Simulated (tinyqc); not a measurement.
Raising U: Hubbard chain of 2 sites, mean field against exact. Computed by the program tinyqc. Collinear unrestricted mean field (the lowest of 40 random starts) against exact diagonalisation.

one-body matrix (hopping and site energies) (eV):
```
,1,2
1,0.3800,-0.6000
2,-0.6000,0.5300
```

electrons, up and down: 1  1

Exact and mean-field results (eV):
```
U,U/t,E exact,E mean field,mean |n_up - n_down|,"double occupancy, exact",first gap in the sector
0.300,0.500,-0.15658,-0.14749,0.000,0.222,1.067
0.600,1.000,-0.03248,0.00376,0.000,0.192,0.942
1.200,2.000,0.16515,0.30531,3.54e-05,0.140,0.745
2.400,4.000,0.41180,0.60906,0.865,0.074,0.498
3.600,6.000,0.54619,0.70969,0.943,0.042,0.364
4.800,8.000,0.62648,0.75986,0.968,0.026,0.284
7.200,12.000,0.71519,0.80996,0.986,0.013,0.195
12.000,20.000,0.79116,0.84999,0.995,4.86e-03,0.119
```

Estimate the missing row, U = 1.8.

Computed row:
```
U        U/t  E exact  E mean field  mean |n_up - n_down|  double occupancy, exact  first gap in the sector
1.800  3.000  0.30812       0.50807                 0.742                    0.101                    0.602
```

In absolute terms mean field is worst at U/t = 3.0, 0.200 eV too high: at small U it is nearly exact, and at large U it misses only exchange-scale energies. Its local moments set in at U/t = 3.0 of those listed, a broken symmetry that the exact state of a finite cluster with equal spins does not have. Relative to the exact energy its error is 5.8 % at the smallest U, 112 % at most and 7 % at the largest. The double occupancy falls from 0.222 to 0.005.
